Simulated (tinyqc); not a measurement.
Composition of the layer: band edges of strained Si(1-x)Ge(x) on relaxed Si(1-y)Ge(y).

Values are linear in the Ge fraction but for ED(x) = linear - CD x (1 - x) and a(x) = linear - Ca x (1 - x). Energies are on the common scale of Ev.

Coherent growth on a (110) face: e_par = (a(y) - a(x))/a(x), e_perp = -(C11 + 3 C12 - 2 C44)/(C11 + C12 + 2 C44) e_par; exx = eyy = (e_par + e_perp)/2, ezz = e_par, exy = (e_perp - e_par)/2, eyz = ezx = 0.

A valley with unit axis u lies at Ev + gap + (av + a_valley) tr(e) + Xu (u.e.u - tr(e)/3); the Delta axes are x, y, z and the L axes [111], [1-1-1], [-11-1], [-1-11]. The second-order shift of the Delta valleys under shear is left out; it lowers the pair normal to the sheared plane by tens of meV at a shear of 1 %.

Valence edges: Ev plus the levels of the 6 x 6 matrix of X, Y, Z times spin with -Dso/3 + l exx + m (eyy + ezz) on the diagonal (cyclic), n exy off it, l = av + 2 b, m = av - b, n = sqrt(3) d. Spin-orbit term (Dso/3) L.sigma on X, Y, Z with (L_k)_ij = -i epsilon_kij: <X+|H|Y+> = -i Dso/3, <X+|H|Z-> = Dso/3, <Y+|H|Z-> = -i Dso/3, <Z+|H|X-> = -Dso/3, <Z+|H|Y-> = i Dso/3, <X-|H|Y-> = i Dso/3, and their conjugates; + and - are the spin along z.

Inputs chosen for the exercise (end members near Si and Ge, in this order; not measured data): a = (5.433, 5.651) angstrom (lattice constant); Dso = (0.044, 0.288) eV (spin-orbit splitting); av = (2.43, 1.23) eV (valence hydrostatic potential); b = (-2.12, -2.54) eV (tetragonal shear potential); d = (-4.74, -5.34) eV (trigonal shear potential); C11 = (165.8, 128) GPa; C12 = (64.2, 47.7) GPa; C44 = (79.6, 67.4) GPa; Ev = (0, 0.63) eV (top of the unstrained valence band); ED = (1.16, 0.913) eV (gap to the Delta valleys); EL = (2.024, 0.733) eV (gap to the L valleys); aD = (1.73, 1.28) eV (hydrostatic potential of the Delta gap); aL = (-3.02, -2.66) eV (hydrostatic potential of the L gap); XuD = (8.99, 9.52) eV (uniaxial potential, Delta); XuL = (16.48, 14.67) eV (uniaxial potential, L); CD = 0.187 eV (bowing of the Delta gap); Ca = 0 angstrom (bowing of the lattice constant); face = 110 (growth face); y = 0 (Ge fraction of the relaxed buffer).

The buffer is kept. dEc = Ec(buffer) - Ec(layer), dEv = Ev(layer) - Ev(buffer); buffer edges Ev(y) and Ev(y) + min(ED, EL). The digit behind Delta or L counts whole valleys.

Results:

| x | e_par (%) | lowest valleys | gap (eV) | next valleys above (meV) | valence splitting (meV) | dEc (eV) | dEv (eV) |
|---|---|---|---|---|---|---|---|
| 0.08 | -0.32 | Delta2 | 1.091 | 22 | 20 | 0.017 | 0.052 |
| 0.16 | -0.64 | Delta2 | 1.025 | 43 | 34 | 0.030 | 0.105 |
| 0.24 | -0.95 | Delta2 | 0.961 | 65 | 47 | 0.040 | 0.159 |
| 0.31 | -1.23 | Delta2 | 0.908 | 84 | 58 | 0.045 | 0.208 |
| 0.39 | -1.54 | Delta2 | 0.849 | 105 | 70 | 0.047 | 0.264 |
| 0.47 | -1.85 | Delta2 | 0.793 | 127 | 81 | 0.046 | 0.321 |
| 0.55 | -2.16 | Delta2 | 0.740 | 148 | 93 | 0.041 | 0.379 |

The gap is 1.091 eV in the first row and 0.740 eV in the last. The lowest valleys are Delta2 throughout. Per 0.1 of x the valence offset moves by +70 meV on average; the conduction offset lies between +17 and +47 meV, not monotonically. Both carriers sit on one side in every row. Offsets below about 30 meV are within the spread of parameter sets, so those rows do not settle the type. Strains above 2 % can be kept only in layers of a few nanometres.

Program tinyqc; command `OMP_NUM_THREADS=1 python tinyqc.py 1051085 1051086 out.jsonl`; about 0.01 s on one thread of a shared Intel(R) Xeon(R) Processor @ 2.30GHz.
